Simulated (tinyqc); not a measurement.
Inputs raised by 5 %, one at a time: thermal boundary conductance by the acoustic and diffuse mismatch models. Computed by tinyqc, a small Python program. Command: `OMP_NUM_THREADS=1 python tinyqc.py 3029861 3029862 out.jsonl kapitza sens`. One thread of a shared host (Intel(R) Xeon(R) Processor @ 2.30GHz), about 0.02 s of CPU time with the checks.

Each side has one longitudinal and two transverse Debye branches, omega = v q up to q_D = (6 pi^2 n)^(1/3), with n counting all atoms. Scattering at the interface is elastic. Electrons are left out of G, also for metals. Melting is ignored. G refers to the temperatures of the phonons sent towards the interface. Linear branches over all atoms overstate G at high T, most for crystals with several atoms a cell.

Inputs (values chosen for the exercise, for two model solids): density rho_1 = 12.1 g/cm^3; longitudinal velocity vL_1 = 7640 m/s; transverse velocity vT_1 = 3830 m/s; atom density n_1 = 83.6 1/nm^3; conductivity kappa_1 = 205 W/(m K); density rho_2 = 11.1 g/cm^3; longitudinal velocity vL_2 = 13400 m/s; transverse velocity vT_2 = 9010 m/s; atom density n_2 = 85.5 1/nm^3; conductivity kappa_2 = 2.65 W/(m K); temperature T = 77 K; thickness d_1 = 46 nm; thickness d_2 = 56 nm; heat flux J = 2.7 kW/cm^2.

Structure: superlattice.

Constants: hbar = 1.054571817e-34 J s; k_B = 1.380649e-23 J/K.

Method:
- omega_c = v q_D for each branch, given as hbar omega_c/k_B; impedance Z = rho v.
- No mode conversion. t(theta) = 4 Z_1 Z_2 cos(theta_1) cos(theta_2)/N^2, with N = Z_2 cos(theta_1) + Z_1 cos(theta_2) for L (the form for pressure waves) and N = Z_1 cos(theta_1) + Z_2 cos(theta_2) for both T branches (the form for shear waves polarised along the interface); sin(theta_2) = (v_2/v_1) sin(theta_1), and t = 0 beyond the critical angle arcsin(v_1/v_2); the mean over the incoming flux is alpha = 2 int t sin(theta_1) cos(theta_1) d theta_1 (64 Gauss-Legendre points).
- G = (k_B^4 T^3/(8 pi^2 hbar^3)) int W(x) x^4 e^x/(e^x - 1)^2 dx, x = hbar omega/(k_B T). Acoustic mismatch: W = sum over the three branches of alpha(1 to 2)/v_1^2, each up to the lower of its two cut-offs. Diffuse mismatch: W = S_1 S_2/(S_1 + S_2), where S_i sums 1/v^2 over the branches of side i still below their cut-off. Radiation limit: W = min(S_1, S_2). The integral is split at the four cut-offs (64 Gauss-Legendre points a piece, x at most 45).
- Boundary resistance R = 1/G and Kapitza length kappa_2/G use the diffuse value.
- kappa_eff = (d_1 + d_2)/(d_1/kappa_1 + d_2/kappa_2 + 2 R), two interfaces a period, with bulk conductivities in the layers; the gradient is J/kappa_eff.

Runs; columns: (1) input moved; (2) from; (3) to; (4) G, radiation limit (MW/(m^2 K)); (5) Kapitza length in side 2 (nm); (6) kappa_eff (W/(m K)); (7) interface share of the resistance:
```
(1)                                 (2)     (3)    (4)    (5)    (6)     (7)
base run                              -       -  127.5  25.65  2.505  0.4755
density rho_2 (g/cm^3)             11.1  11.655  127.5  25.65  2.505  0.4755
longitudinal velocity vL_2 (m/s)  13400   14070  125.6  26.00  2.489  0.4789
transverse velocity vT_2 (m/s)     9010  9460.5  119.1  27.31  2.431  0.4911
atom density n_2 (1/nm^3)          85.5  89.775  127.5  25.65  2.505  0.4755
temperature T (K)                    77   80.85  145.0  22.68  2.651  0.4449
conductivity kappa_1 (W/(m K))      205  215.25  127.5  25.65  2.506  0.4756
conductivity kappa_2 (W/(m K))     2.65  2.7825  127.5  26.93  2.569  0.4875
```

Exponents ln(y'/y) / ln(x'/x):
```
input                       G, radiation limit  Kapitza length in side 2  kappa_eff  interface share of the resistance
density rho_2                            0.000                     0.000      0.000                              0.000
longitudinal velocity vL_2              -0.308                     0.279     -0.133                              0.146
transverse velocity vT_2                -1.401                     1.281     -0.619                              0.662
atom density n_2                         0.000                     0.000      0.000                              0.000
temperature T                            2.637                    -2.522      1.161                             -1.362
conductivity kappa_1                     0.000                     0.000      0.005                              0.005
conductivity kappa_2                     0.000                     1.000      0.513                              0.513
```

Among the inputs moved here: G, radiation limit answers most in size to temperature T (exponent +2.637), next to transverse velocity vT_2 (-1.401); its exponent is below 0.0005 for density rho_2, atom density n_2, conductivity kappa_1, conductivity kappa_2. Kapitza length in side 2 answers most in size to temperature T (exponent -2.522), next to transverse velocity vT_2 (+1.281); its exponent is below 0.0005 for density rho_2, atom density n_2, conductivity kappa_1. kappa_eff answers most in size to temperature T (exponent +1.161), next to transverse velocity vT_2 (-0.619); its exponent is below 0.0005 for density rho_2, atom density n_2. Interface share of the resistance answers most in size to temperature T (exponent -1.362), next to transverse velocity vT_2 (+0.662); its exponent is below 0.0005 for density rho_2, atom density n_2.

Caution (all rows): kappa_2 is of room-temperature size, so the Kapitza length is only nominal at this T. Caution (all rows): the conductivities are of room-temperature size; at this T real values can differ much and free paths can be long. Caution (all rows): R from emitted-phonon temperatures is too large for use in series with Fourier layers, by up to a factor of about 2. Caution (all rows): layers this thin are often below the phonon free path, where bulk conductivities and independent interfaces no longer hold.
